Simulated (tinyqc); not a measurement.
# Chip with leakage that grows with temperature, electro-thermal loop and runaway: effects of single changes

One temperature T for the device, T = T0 + Rth P(T), with P(T) = Pd + Pl (T/300 K)^2 exp[(q Ea/kB)(1/(300 K) - 1/T)]. The loop gain is Rth dP/dT; a solution is thermally stable when it is below one.

Parameters, values chosen for the exercise:
- T0 = 360 K (ambient temperature)
- Pd = 29 W (temperature-independent switching power)
- Pl = 0.0591 W (leakage power at 300 K)
- Ea = 0.58 eV (activation energy of the leakage)
- Rth = 0.59 K/W (thermal resistance)

Constants: q = 1.602176634e-19 C, kB = 1.380649e-23 J/K. Results are converted to the units shown.

Each table varies one quantity; the others keep the values above.

## Effect of the leakage power at 300 K

P'(T) = (P - Pd)(2/T + q Ea/(kB T^2)), G = Rth P'. T is the lowest solution and Tu the next, unstable one.

Results:
```
Pl (W)  T (K)  P (W)        G  Tu (K)
0.0049  377.6  29.78  0.02414   530.1
0.0073  377.8  30.18  0.03637   511.7
0.016   378.7  31.70  0.08318   477.6
0.024   379.6  33.25   0.1303   460.7
0.036   381.2  35.91   0.2103   443.8
0.054   384.3  41.14   0.3638   425.9
0.08    396.5  61.86   0.9278   400.0
```

Estimate the missing row, Pl = 0.011 W.

Computed row:
```
Pl (W)  T (K)  P (W)        G  Tu (K)
0.011   378.2  30.81  0.05578   493.6
```

With this row back in the table: As Pl goes from 0.0049 to 0.08 W, T rises from 377.6 to 396.5 K, the power rises from 29.8 to 61.9 W and the loop gain rises from 0.0241 to 0.928. The gap between the stable and unstable solutions goes from 153 to 3.46 K. At Pl = 0.12 W no solution is left within 900 K of T0: thermal runaway.

## Effect of the temperature-independent switching power

Same model as above.

Results:
```
Pd (W)  T (K)  P (W)       G  Tu (K)
7.2     367.5  12.65  0.1779   431.5
9.4     369.1  15.35  0.1926   430.8
16      374.0  23.80  0.2459   428.2
21      378.1  30.66  0.2985   426.0
27      383.4  39.74  0.3833   422.9
34      391.1  52.66  0.5407   417.7
```

Estimate the missing row, Pd = 12 W.

Computed row:
```
Pd (W)  T (K)  P (W)       G  Tu (K)
12      371.0  18.61  0.2118   429.8
```

With this row back in the table: As Pd goes from 7.2 to 34 W, T rises from 367.5 to 391.1 K, the power rises from 12.7 to 52.7 W and the loop gain rises from 0.178 to 0.541. The gap between the stable and unstable solutions goes from 64.1 to 26.7 K. At Pd = 45 W no solution is left within 900 K of T0: thermal runaway.

Numbers from tinyqc (`OMP_NUM_THREADS=1 python tinyqc.py 2520102 2520103 out.jsonl`; about 0.01 s on one thread of a shared Intel Xeon 2.30GHz).
